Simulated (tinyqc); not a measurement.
# Gate voltage for a given inversion charge

Inverse problem. p-type body, charge-sheet picture, depletion and inversion only, full ionisation (an idealisation for deep acceptors), Boltzmann statistics (rough once Na exp(x - xn) passes about Nc/7). In units of Vt: xg = (Vg - Vfb)/Vt, x = psi/Vt, G = gamma/sqrt(Vt), xn = (2 phiF + Vc)/Vt. The implicit equation is (xg - x)^2 = G^2 [x - 1 + exp(x - xn)] for x above about 3. Cox = eps0 eox/tox. ni = sqrt(Nc Nv) exp(-Eg/(2 Vt)), Eg in volts; phiF = Vt ln(Na/ni); gamma = sqrt(2 q eps0 eps_r Na)/Cox. N_inv = (Cox Vt G/q) [sqrt(x - 1 + exp(x - xn)) - sqrt(x - 1)]. Find x - xn, psi and Vg.

Values chosen for this exercise; band and dielectric values close to those of silicon:
- T = 250 K (temperature)
- Eg = 1.12 eV (band gap)
- eps_r = 11.5 (relative permittivity)
- Nc = 2.13e19 cm^-3 (conduction-band density of states at T)
- Nv = 1.98e19 cm^-3 (valence-band density of states at T)
- eox = 8.81 (relative permittivity of the gate insulator (close to aluminium oxide))
- tox = 17 nm (insulator thickness)
- Na = 1.6e17 cm^-3 (acceptor density)
- Vfb = -0.42 V (flat-band voltage)
- Vc = 0 V (channel-body voltage)

Constants: q = 1.602176634e-19 C, kB = 1.380649e-23 J/K, Vt = kB T/q, eps0 = 8.8541878128e-14 F/cm where lengths are in cm. Results are converted to the units shown.

N_inv = 3.7e10 cm^-2

Solution. N_inv rises steadily with x, so it fixes x; the implicit equation then gives xg directly.

x - xn = 0.844
psi = 0.929 V
Vg = 0.996 V

Numbers from tinyqc (`OMP_NUM_THREADS=1 python tinyqc.py 2122236 2122237 out.jsonl`; about 0.01 s on one thread of a shared Intel Xeon 2.30GHz).
